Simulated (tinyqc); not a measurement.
# Band bending at a free surface with one surface level, surface photovoltage and Kelvin probe: what changes with what

n-type bulk, xi = Ec - EF = Vt ln(Nc/Nd), p0 = ni^2/Nd, ni = sqrt(Nc Nv) exp(-Eg/(2 Vt)), Eg in volts. b is the upward band bending, u = b/Vt. Space charge per area, in units of q: Qc = sign(b) sqrt((2 eps0 eps_r Vt/q) [(Nd + dn)(exp(-u) - 1) + Nd u + (p0 + dn)(exp(u) - 1)]), with dn the excess density under light (flat quasi-Fermi levels; 0 in the dark). The level holds -Ns f, f = 1/(1 + exp((xi + b - Es)/Vt)). Neutrality: Qc + Qf + (charge of the states) = 0.

Values chosen for this exercise; band and dielectric values close to those of gallium arsenide: temperature T = 300 K; band gap Eg = 1.42 eV; relative permittivity eps_r = 12.6; conduction-band density of states at T Nc = 4.48e17 cm^-3; valence-band density of states at T Nv = 9.12e18 cm^-3; electron affinity chi = 4.15 eV; donor density Nd = 1.8e16 cm^-3; fixed positive charge at the surface Qf = 0 cm^-2; work function of the probe tip pt = 5.22 eV; density of an acceptor-like surface level Ns = 2.7e11 cm^-2; its depth below the conduction edge Es = 0.54 eV.

Constants: q = 1.602176634e-19 C, kB = 1.380649e-23 J/K, Vt = kB T/q, eps0 = 8.8541878128e-14 F/cm where lengths are in cm. Results are converted to the units shown.

Each table varies one quantity; the others keep the values above.

## Kelvin-probe contrast of the doping

Work function chi + xi + b; contact potential difference CPD = (work function of the sample) - pt. b solves the neutrality condition in the dark.

Kelvin-probe contrast of the doping:

| Nd (cm^-3) | xi (eV) | b (V) | CPD (mV) |
|---|---|---|---|
| 1.4e14 | 0.20865 | 0.38859 | -472.76 |
| 2.9e14 | 0.18982 | 0.39641 | -483.77 |
| 6.4e14 | 0.16936 | 0.40411 | -496.53 |
| 1.4e15 | 0.14912 | 0.41029 | -510.59 |
| 3.1e15 | 0.12857 | 0.41358 | -527.85 |
| 6.7e15 | 0.10865 | 0.40937 | -551.98 |
| 1.5e16 | 0.087813 | 0.35755 | -624.64 |
| 3.2e16 | 0.068225 | 0.18941 | -812.36 |

xi falls by 140 mV over the table and the CPD by 340 mV; b goes from 0.389 through a maximum of 0.414 (at Nd = 3.1e15 cm^-3 among the rows listed) to 0.189 V. Between the first two rows the CPD follows 58.5 % of the change of xi, and between the last two 958 %. It is below 100 % where b rises with the doping (pinning hides it). It exceeds 100 % where b falls as the doping rises.

## Photovoltage against injection

Same model as above.

Under chopped light the surface charge keeps its dark value, so b falls to bL with Qc(bL, dn) = Qc(b, 0); the photovoltage is b - bL.

Photovoltage against injection:

| dn (cm^-3) | bL (V) | photovoltage (mV) | share of b removed (%) |
|---|---|---|---|
| 1.7e7 | 0.31433 | 0.0046584 | 0.0014820 |
| 2.2e8 | 0.31428 | 0.060156 | 0.019137 |
| 2.8e9 | 0.31359 | 0.74558 | 0.23719 |
| 3.6e10 | 0.30693 | 7.4082 | 2.3568 |
| 4.7e11 | 0.28009 | 34.247 | 10.895 |
| 6e12 | 0.23573 | 78.604 | 25.006 |
| 7.8e13 | 0.18277 | 131.56 | 41.854 |
| 1e15 | 0.12637 | 187.96 | 59.797 |
| 1.3e16 | 0.069892 | 244.45 | 77.765 |
| 1.7e17 | 0.026447 | 287.89 | 91.587 |

Read the table: what changes, and by how much?

The photovoltage rises from 0.00466 to 288 mV, towards the full b = 314 mV. Its steepest rise is 50.9 mV a decade (Vt ln 10 = 59.5 mV), and it reaches 91.6 % of b in the last row: even strong light does not flatten the bands fully, so a saturation reading understates b. For dn = 1.7e17 the injection is high, and a Dember voltage, left out here, adds to the signal.

## Pinning by the surface states

Same model as above.

Pinning by the surface states:

| Ns (cm^-2) | b (V) | xi + b (eV) | Qc (cm^-2) |
|---|---|---|---|
| 2.4e10 | 0.011723 | 0.094822 | 2.4000e10 |
| 6.7e10 | 0.037759 | 0.12086 | 6.7000e10 |
| 1.8e11 | 0.15504 | 0.23814 | 1.8000e11 |
| 5.1e11 | 0.44271 | 0.52581 | 3.2326e11 |
| 1.4e12 | 0.48632 | 0.56942 | 3.3975e11 |
| 3.9e12 | 0.51673 | 0.59983 | 3.5079e11 |
| 1.1e13 | 0.54440 | 0.62750 | 3.6054e11 |
| 2.9e13 | 0.56939 | 0.65249 | 3.6912e11 |
| 8.1e13 | 0.59554 | 0.67864 | 3.7790e11 |

What does the comparison show?

b rises from 0.0117 to 0.596 V. The level is over 95 % full (Qc near Ns - Qf) in the 3 rows with xi + b more than 3 Vt short of Es = 0.54 eV. Beyond that it empties, and between the last two rows b gains only 58.6 mV a decade.

tinyqc, about 0.01 s, one thread, Intel Xeon 2.30GHz (shared host): `OMP_NUM_THREADS=1 python tinyqc.py 2430173 2430174 out.jsonl`
